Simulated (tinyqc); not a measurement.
Single-band model of a thermoelectric material: one step, computed by the program tinyqc.

One spherical band, one scattering law, no minority carriers and no phonon drag. In a real material minority carriers limit |S| to about E_g/(2 e T), so larger values are formal. eta = E_F/(k_B T) is counted from the band edge; f = 1/(1 + exp(x - eta)).

Question. Limiting formulas for the Seebeck coefficient. Classical: |S| = (k_B/e)[r + 5/2 - ln(n/N_c)], N_c = (3 sqrt(pi)/4) N_0. Degenerate (Mott): |S| = (pi^2/3)(k_B/e)(r + 3/2)/eta_F, eta_F = (n/N_0)^(2/3).

Inputs (values chosen for the exercise, modelled on n-type Mg3Sb2): carrier density n = 7.4e+18 1/cm^3; temperature T = 710 K.

Band: parabolic. Scattering: acoustic phonons, r = -0.5.

Seebeck coefficient |S| = 389.9478 microvolt/K

N_0 = 6.872923e+19 1/cm^3

Constants: k_B = 8.617333262e-05 eV/K.

Give: Seebeck coefficients.

Answer.

Seebeck coefficients:

| formula | \|S\| (microvolt/K) | deviation (%) |
|---|---|---|
| full integral | 390 | 0.0 |
| classical | 389 | -0.3 |
| degenerate | 1253 | 221.2 |
